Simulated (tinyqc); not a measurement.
Worked calculation: tight binding, kagome lattice. Computed by tinyqc, a small Python program that keeps every step. Settings: t1 = 0.87, t2 = 0.87, delta = 0, bands filled = 2. Command: `OMP_NUM_THREADS=1 python tinyqc.py 21111 21112 out.jsonl` (the two numbers bound the seeds that draw the settings). One thread of a shared host (Intel(R) Xeon(R) Processor @ 2.60GHz), about 0.01 s of CPU time with the checks.

## Bloch Hamiltonian at k

Parameters chosen for this model:

| parameter | value | unit |
|---|---|---|
| t1 | 0.870000 | eV, up triangles |
| t2 | 0.870000 | eV, down triangles |
| delta | 0 | eV on site C |

k point k (fractions of the reciprocal vectors): 0.02000  -0.46000

H_AB = -t1 - t2 exp(-i k.a1), H_AC = -t1 - t2 exp(-i k.a2), H_BC = -t1 - t2 exp(i k.(a1 - a2)), H_CC = delta.

H(k) at k (eV), lower triangle (Hermitian):
```
                   A                  B        C
A            0.00000
B  -1.73314-0.10904i            0.00000
C  -0.02733+0.21636i  -0.00686+0.10904i  0.00000
```

## Levels at k

Diagonalise the Hermitian matrix.

eigenvalues (eV): -1.76692  0.02692  1.74000

weights |c|^2 of the basis functions:
```
    band 1   band 2   band 3
A  0.49438  0.00365  0.50197
B  0.48872  0.01524  0.49604
C  0.01690  0.98111  0.00199
```

## Bloch Hamiltonian at K

k point K (fractions of the reciprocal vectors): 0.33333  0.66667

As before.

H(k) at K (eV), lower triangle (Hermitian):
```
                   A                  B        C
A            0.00000
B  -0.43500-0.75344i            0.00000
C  -0.43500+0.75344i  -0.43500-0.75344i  0.00000
```

## Levels at K

As before.

eigenvalues (eV): -0.87000  -0.87000  1.74000

## Bands along a path

The same steps at evenly spaced points between the labelled ones.

Bands along the path (eV):

| k | band 1 | band 2 | band 3 |
|---|---|---|---|
| G | -3.48000 | 1.74000 | 1.74000 |
| G-K 0.33 | -3.07292 | 1.33292 | 1.74000 |
| G-K 0.67 | -2.04215 | 0.30215 | 1.74000 |
| K | -0.87000 | -0.87000 | 1.74000 |
| K-M 0.33 | -1.33292 | -0.40708 | 1.74000 |
| K-M 0.67 | -1.63507 | -0.10493 | 1.74000 |
| M | -1.74000 | 0 | 1.74000 |
| M-K' 0.33 | -1.63507 | -0.10493 | 1.74000 |
| M-K' 0.67 | -1.33292 | -0.40708 | 1.74000 |
| K' | -0.87000 | -0.87000 | 1.74000 |

With 2 band(s) filled, the highest filled level on these points lies at G and the lowest empty one at K: the bands touch or overlap, so there is no gap.
